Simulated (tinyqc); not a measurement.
# Square on-chip spiral inductor, lumped pi model: what changes with what

Outer diameter do = di + 2 n wd + 2 (n - 1) sp, mean da = (do + di)/2, fill p = (do - di)/(do + di), length l = 4 n da. L = 2.34 mu0 n^2 da/(1 + 2.75 p), mu0 = 4 pi 1e-7 H/m. Rs = rho l/(wd delta (1 - exp(-th/delta))), delta = sqrt(rho/(pi f mu0)). Cs = n wd^2 eps0 eo/hu across the coil. At each end Cox = l wd eps0 eo/(2 ho) leads to the substrate branch Rsi = 2 rs he/(l wd) in parallel with Csi = l wd eps0 11.7/(2 he). With one end grounded Y = 1/(Rs + i w L) + i w Cs + 1/[1/(i w Cox) + 1/(1/Rsi + i w Csi)], w = 2 pi f; Q = -Im Y/Re Y. Eddy currents in neighbouring turns and in the substrate are left out.

Inputs (values chosen for the exercise); values of the order met in silicon radio-frequency processes: number of turns n = 2.5; line width wd = 15 um; space between turns sp = 2 um; inner diameter di = 100 um; metal thickness th = 0.9 um; metal resistivity rho = 2.2 uohm cm; oxide below the coil ho = 6.6 um; oxide between coil and underpass hu = 1.3 um; relative permittivity of the oxide eo = 4.1; substrate resistivity rs = 10 ohm cm; effective spreading depth in the substrate he = 80 um; frequency f = 7.6 GHz.

Constants: eps0 = 8.8541878128e-12 F/m. Results are converted to the units shown.

Each table varies one quantity; the others keep the values above.

## Quality factor against frequency

Apparent inductance Im(1/Y)/w; share of the loss Re(substrate branch)/Re Y.

Quality factor against frequency:
```
f (GHz)  Rs (ohm)  w L/Rs      Q  apparent inductance (nH)  loss in the substrate (%)
0.42        2.584   1.471  1.469                     1.441                    0.01422
0.69        2.671   2.338  2.331                     1.442                    0.07836
1.1         2.778   3.584  3.551                     1.446                     0.4089
1.8         2.925   5.569  5.386                     1.454                      2.169
3           3.128   8.679  7.649                     1.473                      9.547
4.9         3.390   13.08  9.028                     1.512                      27.06
8.1         3.752   19.54  8.199                     1.618                      52.29
13          4.213   27.93  5.437                     1.935                      72.99
22          4.917   40.49  1.244                     3.635                      87.25
```

What does the table show?

Q goes from 1.47 through a maximum of 9.03 (at f = 4.9 GHz among the rows listed) to 1.24; the exact peak is 9.07 at 5.36 GHz and Q reaches zero at the self-resonance, 25.3 GHz. The share of the substrate rises from 0.0142 to 87.2 %, and the apparent inductance ends at 2.52 times L. At the peak the substrate takes 31.4 % of the loss. For f = 22 the coil is longer than 0.15 of a wavelength in the oxide, where one lumped section is rough.

## Effect of the oxide below the coil

Same model as above.

Peak Q and its frequency from a search over f; self-resonance where Im Y = 0; Q at the given f (negative beyond resonance).

The same in every row: L (nH) = 1.440; do (um) = 181.0.

Effect of the oxide below the coil:
```
ho (um)  peak Q  f of the peak (GHz)  self-resonance (GHz)  Q at f
1         7.311                4.785                 24.60   6.510
2         7.575                4.881                 24.73   6.810
3         7.879                4.968                 24.86   7.138
5         8.538                5.167                 25.13   7.849
7         9.200                5.418                 25.39   8.593
10        10.13                5.850                 25.78   9.695
15        11.48                6.593                 26.38   11.32
```

As ho goes from 1 to 15, L stays at 1.44 nH, the peak Q rises from 7.31 to 11.5, its frequency rises from 4.79 to 6.59 GHz and the self-resonance rises from 24.6 to 26.4 GHz.

tinyqc, about 0.01 s, one thread, Intel Xeon 2.30GHz (shared host): `OMP_NUM_THREADS=1 python tinyqc.py 2302245 2302246 out.jsonl`
